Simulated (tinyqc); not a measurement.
## Access strength from the read disturbance

Inverse problem. Transistor (EKV form, voltages against the body): I = 2 n b Vt^2 [F(vp - Vs) - F(vp - Vd)] from drain to source, F(v) = ln^2(1 + exp(v/(2 Vt))), vp = (Vg - VT + sg |Vd - Vs|)/n. n-channel bodies are at 0; for the p-channel device all voltages are counted down from Vdd. b in uA/V^2 gives I in uA. In an SRAM read the low node Q obeys In(gate QB, drain Q) = Ip(gate QB, drain Q) + Ia, where the access transistor (threshold VTn) has its gate and drain at Vdd and its source at Q. Find Ia, ba and the cell ratio bn/ba.

Parameters, values chosen for the exercise:
- T = 273 K (temperature)
- Vdd = 0.9 V (supply voltage)
- n = 1.39 (slope factor)
- sg = 0.057 (drain-induced barrier lowering)
- VTn = 0.29 V (n-channel threshold)
- VTp = 0.42 V (p-channel threshold (magnitude))
- bn = 190 uA/V^2 (gain factor of the pull-down transistor)
- bp = 65 uA/V^2 (gain factor of the pull-up transistor)

Constants: q = 1.602176634e-19 C, kB = 1.380649e-23 J/K, Vt = kB T/q. Results are converted to the units shown.

Q and QB in the read (V): [0.091322631, 0.89988432]

Solution. The node equation gives Ia, which is proportional to ba.

Ia = 9.57 uA
ba = 95.0 uA/V^2
cell ratio = 2.00

Program tinyqc, `OMP_NUM_THREADS=1 python tinyqc.py 2340013 2340014 out.jsonl`; Intel Xeon 2.30GHz, shared host, one thread, about 0.1 s.
